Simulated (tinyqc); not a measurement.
What moves the results: plasmons of a degenerate electron gas in the random-phase approximation. A value that a table varies takes the place of the one given here.

Zero temperature, parabolic band: kF = (3 pi^2 n)^(1/3), EF = c kF^2/m, Ep^2 = 8 pi c e2 n/(m eb), qTF^2 = 6 pi e2 n/(eb EF), c = hbar^2/2m0, e2 = e^2/(4 pi eps0), n in 1/angstrom^3 (1e-24 per 1/cm^3).

Lindhard function: eps(q, E)/eb = 1 + (qTF/q)^2 (f1 + i f2) with z = q/(2 kF), u = E/(hbar vF q), hbar vF = 2 c kF/m; f1 = 1/2 + [h(z - u) + h(z + u)]/(8 z), h(x) = (1 - x^2) ln|(x + 1)/(x - 1)|; f2 = pi u/2 for z + u < 1, (pi/(8 z))(1 - (z - u)^2) for |z - u| < 1 < z + u, else 0. Pairs exist for c (q^2 - 2 q kF)/m < E < c (q^2 + 2 q kF)/m.

Constants: hbar^2/2m0 = 3.80998211 eV angstrom^2; e^2/(4 pi eps0) = 14.39964547 eV angstrom; a0 (Bohr radius) = 0.5291772105 angstrom.

Inputs chosen for the exercise (a free-electron density near that of K; not measured data):
- n = 1.35e+22 1/cm^3 (electron density)
- m = 1 m0 (mass)
- eb = 1 (background dielectric constant)
- ed = 1 (dielectric constant of the surroundings)
- d = 50 angstrom (film thickness)
- qp = 0.439 1/angstrom (wave vector of the plasmon)

## Dispersion and weight of the plasmon

Short formula: E^2 = Ep^2 + (3/5)(hbar vF q)^2 + (c q^2/m)^2; qc is where the plasmon meets the top of the continuum. The weight is the share of the f-sum that the plasmon carries, 2E/(Ep^2 d(eps/eb)/dE); a dash marks no undamped root.

Energies (eV):
```
q (1/angstrom),q/kF,top of continuum,plasmon,short formula,weight
0.0752,0.102,0.4437,4.327,4.327,1.000
0.188,0.255,1.190,4.394,4.393,1.000
0.301,0.409,2.035,4.527,4.522,0.998
0.414,0.562,2.977,4.743,4.720,0.988
0.527,0.715,4.016,5.075,4.998,0.954
0.602,0.817,4.760,5.386,5.232,0.897
0.677,0.919,5.546,5.799,5.507,0.769
0.730,0.991,6.128,6.181,5.728,0.556
0.827,1.123,7.248,-,6.191,-
0.978,1.328,9.134,-,7.069,-
```

qc = 0.7522 1/angstrom

Ep = 4.314 eV. The plasmon rises from 4.327 to 6.181 eV just before qc, 43 % above Ep. The short formula errs by -0.48 % at q/kF = 0.56 and -7.33 % next to qc. The weight falls from 1.000 to 0.556 as pairs take over the sum. At rs = 4.9 exchange and correlation, left out here, flatten the dispersion, and core polarisation lowers Ep in a real metal.

## Density dependence

n is multiplied by the factor listed.

Results:
```
factor,rs,EF (eV),Ep (eV),Ep/EF,qc/kF,alpha = 3 EF/(5 Ep)
0.10,10.607,0.4454,1.364,3.063,1.354,0.196
0.20,8.419,0.7070,1.929,2.729,1.244,0.220
0.50,6.203,1.302,3.051,2.342,1.112,0.256
1.0,4.923,2.067,4.314,2.087,1.021,0.288
2.0,3.908,3.282,6.102,1.859,0.937,0.323
5.0,2.879,6.045,9.647,1.596,0.836,0.376
10,2.285,9.596,13.64,1.422,0.767,0.422
```

Over two decades Ep grows by 10.0 (n^(1/2)) and EF by 21.5 (n^(2/3)), so Ep/EF falls from 3.063 to 1.422 as sqrt(rs), and qc/kF from 1.354 to 0.767: in a dense gas the plasmon enters the continuum earlier on the scale of kF. alpha is the coefficient in E = Ep + alpha hbar^2 q^2/(m m0). The random-phase values are only rough in the rows with rs above about 2 (up to 10.6 here).

## Thin film modes against wave vector (bulk, surface, particle and sheet plasmons)

Drude medium eps = eb (1 - Ep^2/E^2), no retardation. A film of thickness d has modes eps = -ed coth(q d/2) (lower) and eps = -ed tanh(q d/2) (upper); a sheet with ns = n d has E^2 = 4 pi c e2 ns q/(m ed). One surface: eps = -ed; small sphere: eps = -2 ed.

Modes (eV):
```
q d,q (1/angstrom),lower,upper,sheet
0.020,0.000400,0.4293,4.293,0.4314
0.050,0.00100,0.6737,4.262,0.6822
0.10,0.00200,0.9411,4.211,0.9647
0.20,0.00400,1.299,4.114,1.364
0.50,0.0100,1.914,3.867,2.157
1.0,0.0200,2.426,3.568,3.051
2.0,0.0400,2.837,3.251,4.314
4.0,0.0800,3.023,3.079,6.102
8.0,0.160,3.050,3.051,8.629
```

bulk, surface, sphere (eV): 4.314  3.051  2.491

At small q d the lower mode tends to the sheet law sqrt(q) (within 5 % up to q d = 0.1 of the values listed) and the upper one starts near the bulk value. At q d = 8 the two are 0.001 eV apart around the surface value 3.051 eV. Retardation, left out here, matters where q is below about three times sqrt(ed) E/(hbar c), hbar c = 1973.27 eV angstrom: that holds for 2 of the rows (from the top) for the lower mode and 4 for the upper one.

## What moves the plasmon

The plasmon is taken at qp. Each row changes one parameter from the base and keeps the others.

Results:
```
case,Ep (eV),plasmon at qp (eV),qc (1/angstrom)
base,4.314,4.805,0.7522
n = 1.62e+22 1/cm^3,4.726,5.223,0.7816
m = 1.15 m0,4.023,4.420,0.7922
eb = 1.1,4.114,4.629,0.7261
qp = 0.307 1/angstrom,4.314,4.536,0.7522
```

The largest shifts from the base row, up to three for each result and ties (the steps differ in size, so this ranks the rows, not the parameters). Ep (eV): n +0.412, m -0.291, eb -0.201; unchanged at the printed digits by qp. plasmon at qp (eV): n +0.418, m -0.385, qp -0.269. qc (1/angstrom): m +0.0399, n +0.0293, eb -0.0261; unchanged at the printed digits by qp.

Computed by tinyqc, a small Python program: `OMP_NUM_THREADS=1 python tinyqc.py 1651169 1651170 out.jsonl` (the numbers bound the seed that draws the inputs); one thread of a shared host (Intel(R) Xeon(R) Processor @ 2.30GHz), about 0.01 s for the whole set of steps.
